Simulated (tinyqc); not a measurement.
Pressure-driven transition between two phases with analytic equations of state. From transition pressure back to B0 of phase 1. Computed by tinyqc, a small Python program. Command: `OMP_NUM_THREADS=1 python tinyqc.py 3008822 3008823 out.jsonl transition inv`. One thread of a shared host (Intel(R) Xeon(R) Processor @ 2.30GHz), about 0.02 s of CPU time with the checks.

Each phase obeys E = E0 + (B0 V/B') [(V0/V)^B'/(B' - 1) + 1] - B0 V0/(B' - 1), P = (B0/B') [(V0/V)^B' - 1]; E0 = 0 for phase 1 and Delta E0 for phase 2. H = E + P V.

Inputs (values chosen for the exercise, for two model phases):

| quantity | value | unit |
|---|---|---|
| volume V0 of phase 1 | 28.4 | angstrom^3/atom |
| B' of phase 1 | 3.47 | - |
| volume V0 of phase 2 | 22.5 | angstrom^3/atom |
| B0 of phase 2 | 143 | GPa |
| B' of phase 2 | 3.6 | - |
| energy of phase 2 above phase 1, Delta E0 | 0.083 | eV/atom |

Equation of state: Murnaghan.

Constants: 1 eV/angstrom^3 = 160.2176634 GPa.

Method. Start from P = Delta E0/(V0 of phase 1 - V0 of phase 2); at each P solve P(V) = P for both phases and step P(new) = P - (H_2 - H_1)/(V_2 - V_1); stop when |H_2 - H_1| < 1e-10 eV. At the zero-temperature transition the volume change is V_2/V_1 - 1 and the work is P (V_1 - V_2).

Task: A run gave the result below. Find the B0 of phase 1, known to lie between 83 and 140 GPa.

transition pressure = 2.291785 GPa

Result:

Each step takes the trial c = (a f_b - b f_a)/(f_b - f_a), f being the result less the target and a, b, c the logarithms of the listed values; c replaces end b, the old b replaces a if the sign of f changed, and otherwise f_a is halved.

Scan of the range:

| B0 of phase 1 (GPa) | transition pressure (GPa) |
|---|---|
| 83.0 | 2.33478 |
| 90.6 | 2.32176 |
| 98.8 | 2.31013 |
| 108.0 | 2.29933 |
| 118.0 | 2.28962 |
| 128.0 | 2.28151 |
| 140.0 | 2.27339 |

False position (Illinois rule, in the logarithm of the input) inside the bracket:

| step | end a | end b | trial | transition pressure (GPa) |
|---|---|---|---|---|
| 1 | 108.000 | 118.000 | 115.690 | 2.29170 |
| 2 | 108.000 | 115.690 | 115.518 | 2.29186 |
| 3 | 115.690 | 115.518 | 115.600 | 2.29178 |
| 4 | 115.518 | 115.600 | 115.600 | 2.29178 |

Transition pressure falls at every point of a 13-point scan of the range (every second point is shown), so one value fits; it is bracketed by 108 and 118. Answer: B0 of phase 1 = 115.6 GPa.
